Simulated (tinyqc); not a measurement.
Gain spectrum: optical gain and spontaneous emission in a bulk direct-gap semiconductor.

Parabolic bands, vertical transitions, no excitons. For each hole band j: mr = me mj/(me + mj); joint density of states J_j(E) = (mr/c)^(3/2) sqrt(E - Eg)/(2 pi^2), both spins, c = hbar^2/2m0; averaged matrix element |e.p|^2 = m0 Ep/6; alpha_j(E) = 4 pi^2 alpha_f c Ep J_j/(3 nr E) in 1/angstrom (alpha_f the fine-structure constant, listed as alpha among the constants), times 1e8 for 1/cm.

F_j(eta) = (1/Gamma(j + 1)) integral_0^infinity x^j dx/(1 + exp(x - eta)), which tends to exp(eta) for eta << 0.

Quasi-Fermi levels: n = Nc F_1/2(Fc/kT) and p = Nv F_1/2(Fv/kT), Fc counted up from the conduction edge and Fv down from the valence edge; Nc, Nv from N = 2 (m kB T/(4 pi c))^(3/2) with c = hbar^2/2m0, in 1/angstrom^3; times 1e24 for 1/cm^3, with me and (mhh^(3/2) + mlh^(3/2))^(2/3).

For band j the electron sits at Ee = (E - Eg) mr/me above its edge and the hole at Eh = (E - Eg) mr/mj; fe = 1/(1 + exp((Ee - Fc)/kT)), fh = 1/(1 + exp((Eh - Fv)/kT)); gain g = sum_j alpha_j (fe + fh - 1).

Constants: hbar^2/2m0 = 3.80998211 eV angstrom^2; fine-structure constant alpha = 0.007297352564; kB = 8.617333262e-05 eV/K.

Inputs chosen for the exercise (near those of InGaAs; not measured data):
```
symbol  value    unit    meaning
Eg      0.756    eV      direct gap
me      0.0415   m0      electron mass
mhh     0.438    m0      heavy-hole mass
mlh     0.0523   m0      light-hole mass
Ep      23.2     eV      Kane energy
nr      3.59             refractive index
T       400      K
n       3.8e+18  1/cm^3  injected density, n = p
```

At the density n.

Spectrum:
```
E - Eg (eV),"alpha, empty (1/cm)","fe, heavy","fh, heavy",g (1/cm)
0.005,1631,0.997,0.265,423
0.010,2292,0.997,0.263,581
0.020,3200,0.996,0.258,775
0.030,3869,0.995,0.253,894
0.045,4650,0.992,0.246,999
0.060,5270,0.989,0.239,1049
0.080,5940,0.981,0.230,1056
0.100,6486,0.968,0.221,1001
0.130,7145,0.932,0.209,788
0.170,7818,0.827,0.193,115
0.220,8438,0.559,0.174,-1672
```

Fc + Fv = 0.1745 eV

What can be read from this table?

g is positive below E - Eg = 0.1745 eV; the largest value listed is 1056 1/cm at 0.080 eV. At 0.220 eV above the gap g is -0.20 times the absorption of the empty crystal, whose limit is -1.

Program tinyqc; command `OMP_NUM_THREADS=1 python tinyqc.py 1681231 1681232 out.jsonl`; about 0.07 s on one thread of a shared Intel(R) Xeon(R) Processor @ 2.30GHz.
